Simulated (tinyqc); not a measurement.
# Trench capacitor in an array: capacitance, non-linearity, leakage and relaxation: several studies

A film between two metal electrodes, each interface adding a series capacitance ci. The small-signal permittivity is ek (1 + aq E^2); the field is found with the linear permittivity. Leakage J = J0 sinh(E/Ef). After a voltage step the film passes a relaxation current kr C V tt^(-nr), tt being the time in seconds. The sidewall is a coaxial capacitor with radii a = dm/2 - t and b = dm/2, depth AR dm; the end face is left out.

Inputs (values chosen for the exercise); permittivity of the order of that of tantalum oxide:

| symbol | value | unit | meaning |
|---|---|---|---|
| ek | 23.5 |  | relative permittivity of the film |
| t | 28 | nm | film thickness |
| ci | 1000 | uF/cm^2 | capacitance of each electrode interface (dead layer and screening) |
| aq | 0.0084 | cm^2/MV^2 | quadratic field coefficient of the permittivity |
| V | 1 | V | bias |
| nr | 0.925 |  | exponent of the relaxation current |
| kr | 0.0039 |  | strength of the relaxation |
| J0 | 3.5e-11 | A/cm^2 | leakage prefactor |
| Ef | 0.3 | MV/cm | field for an e-fold rise of the leakage |
| dm | 170 | nm | diameter of the hole |
| AR | 20 |  | aspect ratio, depth over diameter |
| pt | 280 | nm | pitch of the square array |
| rho | 1500 | uohm cm | resistivity of the inner electrode |
| t0 | 1e-8 | s | duration of the write pulse |

Constants: eps0 = 8.8541878128e-14 F/cm where lengths are in cm. Results are converted to the units shown.

Each table varies one quantity; the others keep the values above.

## Capacitance, non-linearity and leakage against thickness

Planar film: Cf = eps0 ek/t, 1/C = 1/Cf + 2/ci, EOT = 3.9 eps0/C, effective permittivity C t/eps0, E = (V/t) C/Cf; quadratic coefficient [C(V)/C - 1]/V^2 with Cf (1 + aq E^2) in C(V).

Results:
```
t (nm),C (uF/cm^2),EOT (nm),effective permittivity,E (MV/cm),quadratic coefficient (ppm/V^2),J (A/cm^2)
2.5,8.187,0.4218,23.12,3.935,1.276e5,8.686e-6
3.7,5.561,0.6209,23.24,2.673,5.929e4,1.294e-7
5.5,3.755,0.9197,23.32,1.805,2.714e4,7.167e-9
8.2,2.525,1.368,23.38,1.213,1.230e4,9.987e-10
18,1.153,2.994,23.45,0.5543,2575,1.083e-10
27,0.7695,4.488,23.46,0.3698,1147,5.493e-11
40,0.5196,6.645,23.48,0.2497,523.4,3.262e-11
60,0.3465,9.964,23.48,0.1666,232.8,2.044e-11
```

Estimate the missing row, t = 12 nm.

Computed row:
```
t (nm),C (uF/cm^2),EOT (nm),effective permittivity,E (MV/cm),quadratic coefficient (ppm/V^2),J (A/cm^2)
12,1.728,1.998,23.42,0.8305,5773,2.777e-10
```

With this row back in the table: C falls from 8.19 to 0.347 uF/cm^2 while the effective permittivity goes from 23.1 to 23.5 (ek = 23.5). EOT is a straight line in t with slope 3.9/ek = 0.166 and intercept 0.00691 nm. The quadratic coefficient goes as t^(-1.96) between the first two rows and t^(-2.00) between the last two (-2 without interfaces), and J falls by 5.63 decades. For t = 2.5, 3.7 direct tunnelling, left out, would add to the leakage.

## Cell against the film thickness

Per length 1/c = ln(b/a)/(2 pi eps0 ek) + (1/a + 1/b)/(2 pi ci); cell capacitance c AR dm; per footprint over pt^2; fields c V/(2 pi eps0 ek r) at r = a and b; resistance of the inner electrode rho AR dm/(pi a^2); time constant R C/3 of the distributed line.

Cell against the film thickness:
```
t (nm),cell capacitance (fF),per footprint (uF/cm^2),field at a (MV/cm),field at b (MV/cm),R (kohm),R C/3 (ps)
9.3,38.19,48.71,1.135,1.011,2.833,36.06
13,26.69,34.05,0.8341,0.7065,3.132,27.86
17,19.87,25.35,0.6574,0.5259,3.511,23.25
23,14.06,17.94,0.5103,0.3722,4.223,19.80
31,9.784,12.48,0.4076,0.2590,5.567,18.16
42,6.516,8.311,0.3409,0.1725,8.780,19.07
56,4.130,5.268,0.3204,0.1093,19.30,26.57
```

Read the table: what changes, and by how much?

As t goes from 9.3 to 56, the cell capacitance falls from 38.2 to 4.13 fF, the capacitance per footprint falls from 48.7 to 5.27 uF/cm^2, the ratio of the two fields rises from 1.12 to 2.93 and R C/3 goes from 36.1 through a minimum of 18.2 (at t = 31 among the rows listed) to 26.6 ps; the time constant goes as t^(-0.77) between the first two rows and t^(1.15) between the last two.

## Charge lost after writing

Planar film: Cf = eps0 ek/t, 1/C = 1/Cf + 2/ci, EOT = 3.9 eps0/C, effective permittivity C t/eps0, E = (V/t) C/Cf. A capacitor written for t0 and then left open loses, as a share of C V, kr (tt^(1 - nr) - t0^(1 - nr))/(1 - nr) by relaxation and J tt/(C V) by leakage; both are taken as small, and rows far outside that range are left out.

The same in every row: leakage current (nA/cm^2) = 0.05212.

Charge lost after writing:
```
tt (s),relaxation current (nA/cm^2),loss by relaxation (%),loss by leakage (%),total loss (%)
1e-6,1.027e6,0.5388,7.024e-9,0.5388
1e-5,1.220e5,0.8866,7.024e-8,0.8866
0.0001,1.450e4,1.300,7.024e-7,1.300
0.001,1724,1.791,7.024e-6,1.791
0.01,204.9,2.375,7.024e-5,2.375
0.1,24.35,3.069,7.024e-4,3.070
1,2.894,3.894,0.007024,3.901
10,0.3439,4.874,0.07024,4.944
100,0.04088,6.039,0.7024,6.741
1000,0.004858,7.424,7.024,14.45
```

What does the table show?

The two currents are equal at tt = 76.9 s. The loss by relaxation grows from 0.539 to 7.42 %, by 0.348 points over the first decade and 1.38 over the last, while the loss by leakage grows tenfold a decade. Relaxation is the larger loss in every row.

Numbers from tinyqc (`OMP_NUM_THREADS=1 python tinyqc.py 2102209 2102210 out.jsonl`; about 0.01 s on one thread of a shared Intel Xeon 2.30GHz).
